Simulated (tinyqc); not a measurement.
Worked calculation: MP2 on RHF in the 6-311g basis, for H2, spin multiplicity 1. One step of it, computed by the program tinyqc.

Task: Iteration 6 (converged): orbitals. Diagonalise F' = X^T F X, C = X C', fill 1 alpha and 1 beta electrons from the bottom; D = 2 C_occ C_occ^T. Each column has its largest component positive (the first on a tie).

converged F (hartree), order 1H 1s, 1H 2s, 1H 3s, 2H 1s, 2H 2s, 2H 3s:
```
[[0.639827, -0.396219, -0.442628, -0.440636, -0.457908, -0.407636],
 [-0.396219, -0.327893, -0.372896, -0.457908, -0.458213, -0.393580],
 [-0.442628, -0.372896, -0.260057, -0.407636, -0.393580, -0.281498],
 [-0.440636, -0.457908, -0.407636, 0.639827, -0.396219, -0.442628],
 [-0.457908, -0.458213, -0.393580, -0.396219, -0.327893, -0.372896],
 [-0.407636, -0.393580, -0.281498, -0.442628, -0.372896, -0.260057]]
```

X, order 1H 1s, 1H 2s, 1H 3s, 2H 1s, 2H 2s, 2H 3s:
```
[[0.609517, -0.953486, -0.697722, 0.601580, 0.597932, 0.155380],
 [-2.030214, 1.455875, 0.974990, 0.103501, 0.332390, 0.234583],
 [2.831186, -0.833364, 0.849365, -0.507478, 0.109627, 0.232036],
 [-0.609517, -0.953486, 0.697722, 0.601580, -0.597932, 0.155380],
 [2.030214, 1.455875, -0.974990, 0.103501, -0.332390, 0.234583],
 [-2.831186, -0.833364, -0.849365, -0.507478, -0.109627, 0.232036]]
```

Give: F' = X^T F X; orbital energies; coefficients C; D after iteration 6.

Result:

F' = X^T F X (hartree):
```
[[1.1984, 0.0000, -0.9388, 0.0000, 0.4068, 0.0000],
 [0.0000, 2.0375, 0.0000, -0.9565, 0.0000, -0.0126],
 [-0.9388, 0.0000, 1.3143, 0.0000, -0.7838, 0.0000],
 [0.0000, -0.9565, 0.0000, 0.8350, 0.0000, -0.0995],
 [0.4068, 0.0000, -0.7838, 0.0000, 0.8448, 0.0000],
 [0.0000, -0.0126, 0.0000, -0.0995, 0.0000, -0.5492]]
```

orbital energies (hartree): [-0.5597, 0.1478, 0.3165, 0.5981, 2.5665, 2.6115]

coefficients C, order 1H 1s, 1H 2s, 1H 3s, 2H 1s, 2H 2s, 2H 3s:
```
[[0.1748, 0.0922, -0.0464, -0.0951, -1.1236, -1.0947],
 [0.3038, 0.0230, -0.7672, -1.5102, 1.2265, 1.7034],
 [0.1457, 1.8660, 0.8680, 2.0075, -0.4808, -1.1122],
 [0.1748, -0.0922, -0.0464, 0.0951, -1.1236, 1.0947],
 [0.3038, -0.0230, -0.7672, 1.5102, 1.2265, -1.7034],
 [0.1457, -1.8660, 0.8680, -2.0075, -0.4808, 1.1122]]
```

D after iteration 6, order 1H 1s, 1H 2s, 1H 3s, 2H 1s, 2H 2s, 2H 3s:
```
[[0.0611, 0.1062, 0.0509, 0.0611, 0.1062, 0.0509],
 [0.1062, 0.1846, 0.0886, 0.1062, 0.1846, 0.0886],
 [0.0509, 0.0886, 0.0425, 0.0509, 0.0886, 0.0425],
 [0.0611, 0.1062, 0.0509, 0.0611, 0.1062, 0.0509],
 [0.1062, 0.1846, 0.0886, 0.1062, 0.1846, 0.0886],
 [0.0509, 0.0886, 0.0425, 0.0509, 0.0886, 0.0425]]
```
